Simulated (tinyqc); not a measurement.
## Single-electron transistor, orthodox theory and master equation: linear conductance against temperature

A metal island with n extra electrons joins the left lead (voltage V) and the right lead (0 V) by tunnel junctions and couples to a gate. Cs = CL + CR + Cg. Adding electron n + 1 costs mu(n) = [q (n + 1/2) - CL V - Cg Vg]/Cs (in volts); the Fermi levels are -V (left) and 0 (right). A jump that gains the energy W has the rate G(W) = (W/q)/(R [1 - exp(-W/Vt)]), W in volts, Vt = kB T/q. Sequential tunnelling only; I > 0 flows from left to right.

Onto the island: from the left W = -V - mu(n), from the right W = -mu(n); off the island (n + 1 to n): to the left W = mu(n) + V, to the right W = mu(n). Steady state: p(n + 1)/p(n) = (sum of on rates)/(sum of off rates), normalised. I = q sum_n [p(n + 1) (off to left) - p(n) (on from left)]. Enough charge states are kept that the digits shown do not change. The conductance is dI/dV at V = 0 times RL + RR, at Vg = q/(2 Cg) (peak) and Vg = 0 (valley).

Values chosen for this exercise: capacitance of the left junction CL = 27 aF; capacitance of the right junction CR = 76 aF; gate capacitance Cg = 11 aF; resistance of the left junction RL = 310 kohm; resistance of the right junction RR = 310 kohm.

Constants: q = 1.602176634e-19 C, kB = 1.380649e-23 J/K, Vt = kB T/q. Results are converted to the units shown.

Result of one run:

| kB T/(q^2/Cs) | peak | valley |
|---|---|---|
| 0.01594 | 0.5000 | 1.501e-12 |

Which temperature T gave this result: 0.26, 0.44, 1.2, 2 or 3.4 K?

T = 0.26 K.

The whole series:

| T (K) | kB T/(q^2/Cs) | peak | valley |
|---|---|---|---|
| 0.26 | 0.01594 | 0.5000 | 1.501e-12 |
| 0.44 | 0.02698 | 0.5000 | 3.312e-7 |
| 0.73 | 0.04476 | 0.5000 | 3.146e-4 |
| 1.2 | 0.07358 | 0.5000 | 0.01519 |
| 2 | 0.1226 | 0.5022 | 0.1360 |
| 3.4 | 0.2085 | 0.5355 | 0.4065 |
| 5.6 | 0.3434 | 0.6338 | 0.6192 |
| 9.4 | 0.5764 | 0.7542 | 0.7540 |

At low temperature the peak is 0.500, the limit 1/2 of a metal island with only two charge states in play; it rises from 0.500 to 0.754, and the valley rises from 1.50e-12 to 0.754. Among the rows the valley is within 10 % of the peak from kB T = 0.34 q^2/Cs on: the oscillation is washed out.

Range of the model: Cotunnelling, which dominates deep in the blockade, is left out.

Numbers from tinyqc (`OMP_NUM_THREADS=1 python tinyqc.py 2780110 2780111 out.jsonl`; about 0.01 s on one thread of a shared Intel Xeon 2.30GHz).
